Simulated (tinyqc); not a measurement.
Nanosheet or nanowire with hard walls, valleys of the Ge type, step by step. Values are carried at full precision from step to step, so a last printed digit may differ when a step is redone from the rounded ones.

Four ellipsoidal valleys along <111>: inverse mass tensor w = 1/mt + (1/ml - 1/mt) a a^T with a the unit axis. Device axes: x along the channel, z = [001], y = z x x. The Gamma and Delta valleys are left out; the heavy Delta valleys, about 0.18 eV up, lie lowest once the L levels pass about 0.2 eV.

Constants: hbar^2/2m0 = 3.80998211 eV angstrom^2; hbar = 6.58211957e-16 eV s; e^2/h = 3.874045865e-05 S; kB = 8.617333262e-05 eV/K.

Inputs chosen for the exercise (near those of Ge; not measured data):
- ml = 1.559 m0 (longitudinal mass)
- mt = 0.081 m0 (transverse mass)
- channel = 110 (transport direction x on a (001) wafer)
- W = 80 angstrom (width, along y)
- H = 78 angstrom (height, along z = [001])
- dE = 0.126 eV (EF above the lowest subband edge)
- T = 300 K (temperature)
- g_all = 4 (number of valleys)

## Valley masses for a [110] channel

Rotate w into the device axes and group equal valleys (|w_yz| counts); order by w_zz, then w_yy. 1/m_x = w_xx - w_xc w_c^-1 w_cx with c the block (y, z).

Valleys:
```
group  valleys g     w_yy    w_zz  |w_yz|  m_x (m0)
A              2   4.5429  8.4443  5.5174    0.0810
B              2  12.3457  8.4443  0.0000    1.0663
```

The lightest transport mass, 0.081 m0, belongs to group A.

## One-dimensional subbands

Hard walls around a W x H rectangle. The block w_c of w in (y, z) confines; the transport mass follows from 1/m_x = w_xx - w_xc w_c^-1 w_cx. The cross-section problem c (w_yy ky^2 + 2 w_yz ky kz + w_zz kz^2), c = hbar^2/2m0, is solved in products sin(n pi y/W) sin(l pi z/H), n, l = 1 to 12; if w_yz = 0 the levels are c pi^2 (w_yy n^2/W^2 + w_zz l^2/H^2). The w_yz term couples (n, l) to (n', l') by -2 c w_yz D_nn'(W) D_ll'(H) with D_nm(L) = 4 n m/(L (n^2 - m^2)) for n + m odd and 0 otherwise.

The ten lowest levels of all groups together, numbered within each group.

Subbands:
```
label  valleys g  m_x (m0)  E (eV)
A1             2    0.0810  0.0632
A2             2    0.0810  0.0922
B1             2    1.0663  0.1247
A3             2    0.0810  0.1289
A4             2    0.0810  0.1666
A5             2    0.0810  0.2089
A6             2    0.0810  0.2257
A7             2    0.0810  0.2565
A8             2    0.0810  0.2714
B2             2    1.0663  0.2813
```

The lowest subband is A1; the number of further ones in the list within kB T = 25.9 meV of it at 300 K is 0.

## Modes, density and velocity at zero temperature

With EF = E_lowest + dE, each subband below EF has k_F = sqrt(m_x (EF - E)/c), carries n = 2 g k_F/pi electrons per length (spin included), moves at v = 2 c k_F/(hbar m_x) and adds 2 g e^2/h to the ballistic conductance; c = hbar^2/2m0, 1 angstrom/s = 1e-8 cm/s.

Occupied subbands:
```
label  k_F (1/angstrom)  n (1/nm)  v (1e7 cm/s)
A1               0.0518     0.659          7.40
A2               0.0454     0.578          6.49
B1               0.1344     1.711          1.46
A3               0.0358     0.456          5.12
A4               0.0219     0.279          3.13
```

total n = 3.683 1/nm
ballistic conductance = 774.8 microsiemens

EF lies below the last listed level, so the count is complete for these valleys (other families, and non-parabolicity above about 0.2 eV, are left out): 5 subbands with 10 valley modes. The Fermi velocity, averaged with the densities as weights, is 3.89 x 1e7 cm/s; the mean over all filled states moving one way is half of it.

## Threshold shift from confinement

Without degeneracy the line density is N1 exp((EF - Ec)/kB T) with N1 = sum 2 g sqrt(m_x kB T/(4 pi c)) exp(-E/kB T), here over n, l up to 80 where w_yz = 0 and over all levels of a 12 x 12 sine basis otherwise; the classical value is W H Nc with Nc = 2 g_all (m_dos kB T/(4 pi c))^(3/2), m_dos = (ml mt^2)^(1/3); dVt = kB T ln(W H Nc/N1).

Form N1, W H Nc and dVt.

N1 = 0.04050 1/nm
W H Nc = 0.6335 1/nm
dVt = 71.1 mV

## Checks

- Lowest level of group A on a 40 x 40 difference grid against the sine basis, eV: both 0.063.

tinyqc: `OMP_NUM_THREADS=1 python tinyqc.py 1250814 1250815 out.jsonl`; about 2 s, one thread, shared Intel(R) Xeon(R) Processor @ 2.30GHz.
